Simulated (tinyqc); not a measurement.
Inside a calculation. Model: millisecond and nanosecond annealing: surface heating, thermal budget and solid-phase regrowth. Computed by tinyqc, a small Python program that keeps every step. Command: `OMP_NUM_THREADS=1 python tinyqc.py 3022222 3022223 out.jsonl flash walk`. One thread of a shared host (Intel(R) Xeon(R) Processor @ 2.30GHz), about 0.02 s of CPU time with the checks. Intermediate numbers are printed to about 7 digits and carried at full precision; extremes and crossings named in words are read from the listed rows.

A square pulse heats the surface of a thick wafer with constant thermal properties; losses by radiation are neglected and silicon melts at 1414 C.

Inputs (values chosen for the exercise, modelled on hot silicon with arsenic): incident fluence = 10.5 J/cm^2; pulse length t_p = 0.00033 s; reflectance R = 0.57; thermal conductivity k = 0.24 W/(cm K); heat capacity per volume c = 2.1 J/(cm^3 K); preheat temperature T0 = 700 C; wafer thickness d = 775 um; dopant prefactor D0 = 9.61 cm^2/s; dopant activation energy E = 3.96 eV; regrowth prefactor v0 = 5.1e+08 cm/s; regrowth energy E_v = 2.69 eV; amorphous layer = 18 nm.

Source: flash lamp.

Constants: k_B = 8.617333262e-05 eV/K.

## Peak temperature

Absorbed flux q = (1 - R) fluence/t_p; kappa = k/c. With f(z, t) = (2 q/k) sqrt(kappa t) ierfc(z/(2 sqrt(kappa t))), ierfc(x) = exp(-x^2)/sqrt(pi) - x erfc(x): T = T0 + f(z, t) during the pulse and T0 + f(z, t) - f(z, t - t_p) after it. At the surface the rise at the end of the pulse is 2 q sqrt(t_p/(pi k c)); the fluence that just melts the surface scales with (1414 - T0).

absorbed flux q = 13681.82 W/cm^2

kappa = 0.1142857 cm^2/s

thermal length sqrt(kappa t_p) = 61.41196 um

peak temperature = 1095.040 C

fluence at the melting threshold = 18.97785 J/cm^2

The heated layer is 7.9 % of the wafer thickness, so the cold bulk quenches the surface.

## Temperature in depth and time

The formulas are those given above.

Temperature (C):
```
t/t_p   surface  z = 0.5 thermal lengths     z = 1     z = 2
0.10    824.922                 720.7320  701.3803  700.0002
0.25    897.520                 769.8933  717.5938  700.3424
0.50    979.335                 838.4950  758.3366  705.9451
0.75   1042.114                 895.1870  800.1207  718.4316
1.00   1095.040                 944.4282  839.7867  735.1877
1.10    989.398                 941.8622  853.5988  742.6211
1.50    904.488                 890.3007  853.8611  768.6616
2.00    863.631                 856.5629  837.2034  781.4855
4.00    805.851                 803.9580  798.4823  779.3319
10.00   764.106                 763.6851  762.4388  757.6930
```

One tenth of a pulse length after the end the surface has lost 106 C: cooling starts as sqrt(t - t_p), much faster than heating ends.

## Thermal budget

Temperatures in kelvin are T(C) + 273.15. Integrate exp(-E/(k_B T(t))) at the surface from 0 to 10 t_p (Gauss-Legendre, 60 points in sqrt(t) up to t_p and 60 in sqrt(t - t_p) after it). (Dt) = D0 x integral with E; regrowth = v0 x integral with E_v; effective time = integral/exp(-E/(k_B T_peak)).

budget (Dt) = 1.676987e-18 cm^2

diffusion length 2 sqrt(Dt) = 0.02589971 nm

effective time over t_p = 0.2042222

possible regrowth = 66.50115 nm

Only 20.4 % of the pulse counts at the peak; the estimate 2 k_B T_peak^2/(E (T_peak - T0)) gives 20.6 %. The amorphous layer of 18 nm regrows fully. Caution: equilibrium diffusivities are used; implant damage enhances diffusion, and k and c vary with temperature. Caution: at this preheat temperature the layer would already regrow within five seconds or less before the pulse. Caution: a diffusion length below the atomic spacing of 0.235 nm means about one jump per atom or fewer, so the profile does not change measurably.

## Same peak temperature, different pulse lengths

For each t_p the flux is set so that the peak temperature stays the same: q sqrt(t_p) is fixed.

Pulses:
```
t_p (s)   fluence (J/cm^2)    q (W/cm^2)  thermal length (um)  2 sqrt(Dt) (nm)  regrowth (nm)
1.00e-07      1.827815e-01  7.859606e+05         1.069045e+00     4.508560e-04   2.015186e-02
1.00e-06      5.780060e-01  2.485426e+05         3.380617e+00     1.425732e-03   2.015186e-01
1.00e-05      1.827815e+00  7.859606e+04         1.069045e+01     4.508560e-03   2.015186e+00
1.00e-04      5.780060e+00  2.485426e+04         3.380617e+01     1.425732e-02   2.015186e+01
3.00e-04      1.001136e+01  1.434961e+04         5.855400e+01     2.469440e-02   6.045559e+01
1.00e-03      1.827815e+01  7.859606e+03         1.069045e+02     4.508560e-02   2.015186e+02
3.00e-03      3.165869e+01  4.537746e+03         1.851640e+02     7.809056e-02   6.045559e+02
1.00e-02      5.780060e+01  2.485426e+03         3.380617e+02     1.425732e-01   2.015186e+03
```

Fluence and diffusion length grow as sqrt(t_p), regrowth as t_p. The layer of 18 nm regrows from t_p = 0.0001 s on among these rows, at a diffusion length of 0.014 nm. Caution: the shortest pulses need a source absorbed within their thermal length, and the longest also heat the back of the wafer, which the thick-wafer formula leaves out. Caution: seconds at the preheat temperature would regrow the layer before any pulse.

Checks made by the program: heat stored at the end of the pulse against the absorbed fluence (relative difference below 1e-10).
